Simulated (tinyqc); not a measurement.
## Ballistic Schottky-barrier transistor with a two-dimensional channel, WKB contacts: ambipolar transfer curve

Source Fermi level 0, drain Fermi level -Vd. Far from the contacts Ec = pn - psi, and the gate moves psi one to one; the band edges relax as exp(-x/lam) from pn at the source and pn - Vd at the drain; Ev = Ec - Eg. A carrier of energy w inside the channel band meets at a contact a barrier of height D (the contact edge beyond the channel edge): T = 1 for w >= D, else exp(-S), S = 4 lam sqrt(m/C) [sqrt(D - w) - sqrt(w) arctan sqrt((D - w)/w)], C = hbar^2/(2 m0). The two contacts combine as Ts Td/(Ts + Td - Ts Td).

I/W = g (2 q^2/h) int T(w) [N(Es + w) - N(Ed + w)] dw with w the energy of motion along the channel, N(y) = (1/2 pi) sqrt(pi m kB T/C) Fm(-y/kB T), Fm(x) = (1/sqrt(pi)) int_0^infinity u^(-1/2)/(1 + exp(u - x)) du. Electrons: Ds = psi, Dd = psi - Vd, Es = Ec, Ed = Ec + Vd. Holes: Ds = -psi, Dd = Vd - psi, Es = -Ev, Ed = -Ev - Vd. The size of each current is taken; both flow from drain to source and add. The integrals are converged. Swing = d(psi)/d(log10 I).

Inputs (values chosen for the exercise); channel values close to those of a tungsten diselenide layer: temperature T = 250 K; band gap Eg = 1.4 eV; barrier for electrons at both contacts pn = 0.93 eV; electron mass mn = 0.36 m0; hole mass mp = 0.38 m0; valleys or subbands g = 2; screening length at the contacts lam = 2 nm; drain bias Vd = 0.05 V.

Constants: q = 1.602176634e-19 C, kB = 1.380649e-23 J/K, hbar = 1.054571817e-34 J s, h = 6.62607015e-34 J s, m0 = 9.1093837015e-31 kg, Vt = kB T/q, hbar^2/(2 m0) = 0.0380998212 eV nm^2. Results are converted to the units shown.

Result of one run:
```
electrons (uA/um)  holes (uA/um)  I (uA/um)  swing (mV/decade)
1.014e-8               2.631e-20   1.014e-8              70.26
```

Which band shift psi of the channel by the gate ps gave this result: -0.38, 0.29, 0.55, 0.68 or 1.08 V?

ps = 0.68 V.

The whole series:
```
ps (V)  electrons (uA/um)  holes (uA/um)  I (uA/um)  swing (mV/decade)
-0.38           1.496e-24       0.006349   0.006349             -78.50
-0.24           9.937e-22       1.229e-4   1.229e-4             -86.45
-0.11           4.149e-19       4.977e-6   4.977e-6             -101.9
0.02            1.200e-16       2.898e-7   2.898e-7             -101.5
0.15            2.166e-15       1.272e-9   1.272e-9             -49.61
0.29            7.063e-14      1.915e-12  1.986e-12             -52.56
0.42            2.870e-12      4.587e-15  2.874e-12              77.73
0.55            1.548e-10      1.098e-17  1.548e-10              73.09
0.68             1.014e-8      2.631e-20   1.014e-8              70.26
0.82             1.076e-6      3.961e-23   1.076e-6              68.08
0.95             8.853e-5      9.488e-26   8.853e-5              69.56
1.08             0.003562      2.272e-28   0.003562              100.1
```

I goes from 0.00635 through a minimum of 1.99e-12 (at ps = 0.29 V among the rows listed) to 0.00356 uA/um; the exact minimum lies at psi = 0.341 V. Holes carry the left branch and electrons the right. The ratio of the last row to the smallest is 1.79e9 and of the first row 3.20e9, with barriers of 0.93 eV for electrons and 0.470 eV for holes. The steepest swing among the rows is 49.6 mV/decade, against the thermionic limit 49.6.

Range of the model: No scattering, image-force lowering, channel charge or band-to-band tunnelling; parabolic kappa overstates S deep in the gap.

Program tinyqc, `OMP_NUM_THREADS=1 python tinyqc.py 2390112 2390113 out.jsonl`; Intel Xeon 2.30GHz, shared host, one thread, about 0.2 s.
